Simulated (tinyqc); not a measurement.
Worked calculation: a particle near a wafer in liquid: double-layer and van der Waals forces (DLVO), deposition barrier and removal. Computed by tinyqc, a small Python program that keeps every step. Command: `OMP_NUM_THREADS=1 python tinyqc.py 3110023 3110024 out.jsonl dlvo walk`. One thread of a shared host (Intel(R) Xeon(R) Processor @ 2.30GHz), about 0.01 s of CPU time with the checks. Intermediate numbers are printed to about 7 digits and carried at full precision; extremes and crossings named in words are read from the listed rows.

Sphere and flat wall, Derjaguin approximation, constant potentials in the linear-superposition form, no retardation and no hydration force.

Inputs (values chosen for the exercise, of the order of those for ceria on silica in water):

| quantity | value | unit |
|---|---|---|
| particle radius R | 370 | nm |
| Hamaker constant A | 1.5e-20 | J |
| potential of the particle psi_1 | 29 | mV |
| potential of the wafer psi_2 | -63 | mV |
| salt concentration c | 0.14 | mol/L |
| valence z of the symmetric salt | 1 | - |
| temperature T | 323 | K |
| dielectric constant of the liquid | 69.9 | - |
| gap h | 1.2 | nm |
| contact distance h0 | 0.4 | nm |
| contact radius over R | 0.15 | - |
| viscosity | 0.79 | mPa s |

Constants: e = 1.602176634e-19 C; N_A = 6.02214076e+23 1/mol; eps_0 = 8.8541878128e-12 F/m; k_B = 1.380649e-23 J/K; k_B = 8.617333262e-05 eV/K.

## Screening

kappa^2 = 2 z^2 e^2 N_A (1000 c)/(eps eps_0 k_B T); gamma_i = tanh(z e psi_i/(4 k_B T)); Z = 64 pi eps eps_0 (k_B T/(z e))^2 gamma_1 gamma_2.

kappa = 1.252302 1/nm

Debye length = 0.7985296 nm

gamma_1 = 0.2547378

gamma_2 = -0.5123087

Z = -12.58148 pN

kappa R = 463.3517

Opposite signs: the double layers attract.

## Energy and force at one gap

U(h) = Z R exp(-kappa h) - A R/(6 h); F(h) = -dU/dh = kappa Z R exp(-kappa h) - A R/(6 h^2), positive for repulsion.

double-layer energy = -232.2771 k_B T

van der Waals energy = -172.8521 k_B T

U(h) = -405.1292 k_B T

F(h) = -1939.544 pN

## The curve

The formulas are those given above.

Against the gap:

| h (nm) | kappa h | U (k_B T) | F (pN) |
|---|---|---|---|
| 0.4 | 0.50092 | -1151.115 | -9.313857e+03 |
| 0.6 | 0.75138 | -838.114 | -5.319375e+03 |
| 1.0 | 1.25230 | -505.810 | -2.591382e+03 |
| 1.5 | 1.87845 | -297.813 | -1.302035e+03 |
| 2.5 | 3.13075 | -128.570 | -4.026672e+02 |
| 4.0 | 5.00921 | -58.825 | -9.673237e+01 |
| 7.0 | 8.76611 | -29.795 | -1.978656e+01 |
| 12.0 | 15.02762 | -17.286 | -6.425346e+00 |
| 20.0 | 25.04604 | -10.371 | -2.312500e+00 |
| 40.0 | 50.09207 | -5.186 | -5.781250e-01 |

Caution: in rows with kappa h below 1 linear superposition is only rough.

## Removing an attached particle

Adhesion F_a = A R/(6 h0^2) [1 + a^2/(R h0)] - kappa Z R exp(-kappa h0), a the contact radius. Drag in a shear flow F_d = 1.7 x 6 pi mu R^2 G, acting at 1.4 R; rolling starts when 1.4 R F_d = a F_a. Wall shear stress = mu G.

van der Waals adhesion = 126103.5 pN

net adhesion F_a = 129636.1 pN

wall shear stress for rolling = 3166.181 Pa

shear rate G = 4007824 1/s

Checks made by the program: force against a difference of U (relative difference below 1e-10).
